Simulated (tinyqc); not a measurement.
Arrhenius fit: deep-level transient spectroscopy (DLTS) of one majority-carrier trap. Computed by tinyqc, a small Python program. Command: `OMP_NUM_THREADS=1 python tinyqc.py 3021074 3021075 out.jsonl dlts walk`. One thread of a shared host (Intel(R) Xeon(R) Processor @ 2.30GHz), about 0.08 s of CPU time with the checks.

A filling pulse loads the traps in a one-sided junction; under reverse bias they empty at the rate e, and the capacitance relaxes as C(t) = C_0 - dC exp(-e t). The signal is S = [C(t_2) - C(t_1)]/dC.

Inputs (values chosen for the exercise, with mass and screening modelled on CdS):
```
quantity                    value  unit
density-of-states mass m    0.205   m_0
valleys M                       1     -
trap depth E_t              0.684    eV
cross-section sigma_0     2.5e-14  cm^2
degeneracy ratio g              1     -
gate time t_1               0.002     s
ratio t_2/t_1                   4     -
capture barrier E_b         0.069    eV
```

Carriers: electrons. Extra term: capture barrier.

Constants: k_B = 8.617333262e-05 eV/K; k_B = 1.380649e-23 J/K; m_0 = 9.1093837015e-31 kg; h = 6.62607015e-34 J s.

Method:
- e = g sigma v N_b exp(-E/k_B T), v = sqrt(3 k_B T/m), N_b = 2 M (2 pi m k_B T/h^2)^(3/2), sigma = sigma_0 exp(-E_b/k_B T), E = E_t.
- S(e) = exp(-e t_1) - exp(-e t_2) peaks at the rate window e_0 = ln(t_2/t_1)/(t_2 - t_1).
- t_1 is scaled by 0.1, 0.3, 1, 3, 10 and 30 at fixed t_2/t_1; each T_p by bisection.
- Least squares of ln(e_0/T_p^2) on 1/(k_B T_p): slope -E_a, intercept ln(gamma sigma_a) with gamma = v N_b/T^2 = sqrt(3 k_B/m) 2 M (2 pi m k_B/h^2)^(3/2). For comparison, the slope of ln e_0 alone.

Arrhenius data:
```
t_1 (s)    e_0 (1/s)  T_p (K)  1/(k_B T_p) (1/eV)  ln(e_0/T_p^2)
0.0002   2.31049e+03  417.067             27.8241       -4.32128
0.0006   7.70164e+02  397.978             29.1587       -5.32619
0.0020   2.31049e+02  378.897             30.6271       -6.43190
0.0060   7.70164e+01  362.960             31.9719       -7.44457
0.0200   2.31049e+01  346.914             33.4507       -8.55811
0.0600   7.70164e+00  333.422             34.8043       -9.57738
```

apparent depth E_a = 0.75300 eV

intercept = 16.630

gamma = 6.6758e+20 cm^-2 s^-1 K^-2

apparent cross-section = 2.5000e-14 cm^2

slope without T^2 = 0.81708 eV

What does the comparison show, and why?

The apparent depth is 0.7530 eV against E_t = 0.684 eV, and the apparent cross-section is 1.000 times sigma_0: the capture barrier adds to the slope, so the true depth needs a separate measurement of capture. Leaving out the T^2 factor overstates the slope by 64 meV, about 2 k_B T_p.

Extremes, crossings and ranges named in words are read from the listed rows.
